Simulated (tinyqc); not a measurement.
MOS inversion layer, Poisson-Schroedinger loop: one step of the calculation.

Electrons confined at an insulator interface at z = 0, treated as a hard wall; parabolic valleys, Hartree approximation, no image or exchange terms. The depletion charge lies far deeper than the electrons and gives a uniform field q Nd/(eps0 eps_r); the gate balances all charge. Energies are counted from the band edge at the interface.

Task. Density, output potential and mixing. n_i = sum_k N_k |psi_k|^2 (converted to cm^-3). Hartree part by Gauss: on the interval before node i the electrons still beyond are S_i = Ns - hz sum_(j<i) n_j, and U_i = U_(i-1) + q S_i hz/(eps0 eps_r) in eV, U_0 = 0 at the interface. Mixing: U(new) = U + a (U(out) - U).

Parameters, values chosen for the exercise; masses and permittivity close to those of silicon (111): relative permittivity eps_r = 11.7; sheet density of electrons Ns = 2.1e12 cm^-2; mixing factor a = 0.5.

Constants: q = 1.602176634e-19 C, eps0 = 8.8541878128e-14 F/cm where lengths are in cm. Results are converted to the units shown.

```
node  z (nm)  self-consistent potential U at the start (eV)  |psi|^2 of A1 (1/nm)  |psi|^2 of A2 (1/nm)
1        1.1                                              0            0.04566307            0.04364363
2        2.2                                              0            0.13577742            0.09569880
3        3.3                                              0            0.19474725            0.07055636
4        4.4                                              0            0.19309184            0.01259577
5        5.5                                              0            0.14940224            0.00664722
6        6.6                                              0            0.09567139            0.06265109
7        7.7                                              0            0.05247531            0.12649671
8        8.8                                              0            0.02521430            0.15197275
9        9.9                                              0            0.01078380            0.13447706
10        11                                              0            0.00415431            0.09559592
11      12.1                                              0            0.00145497            0.05716810
12      13.2                                              0            0.00046674            0.02958774
13      14.3                                              0            0.00013798            0.01350898
14      15.4                                              0            0.00003778            0.00551524
15      16.5                                              0            0.00000962            0.00203222
16      17.6                                              0            0.00000228            0.00067860
17      18.7                                              0            0.00000050            0.00020371
18      19.8                                              0            0.00000010            0.00005225
19      20.9                                              0            0.00000001            0.00000879
```

N_k (cm^-2): A1 1.4691873e12, A2 6.3081271e11

Find: n; U(out); U after round 1.

Result.

```
node  n (1e18 cm^-3)  U(out) (eV)  U after round 1 (eV)
1             0.9462      0.03573              0.017863
2             2.5985      0.06968              0.034841
3             3.3063      0.09877              0.049387
4             2.9163      0.12168              0.060840
5             2.2369      0.13913              0.069564
6             1.8008      0.15239              0.076195
7             1.5689      0.16228              0.081141
8             1.3291      0.16924              0.084619
9             1.0067      0.17371              0.086853
10            0.6641      0.17629              0.088145
11            0.3820      0.17763              0.088816
12            0.1935      0.17826              0.089130
13            0.0872      0.17852              0.089262
14            0.0353      0.17863              0.089313
15            0.0130      0.17866              0.089331
16            0.0043      0.17867              0.089336
17            0.0013      0.17868              0.089338
18            0.0003      0.17868              0.089338
19            0.0001      0.17868              0.089338
```

tinyqc, about 0.5 s, one thread, Intel Xeon 2.30GHz (shared host): `OMP_NUM_THREADS=1 python tinyqc.py 2160062 2160063 out.jsonl`
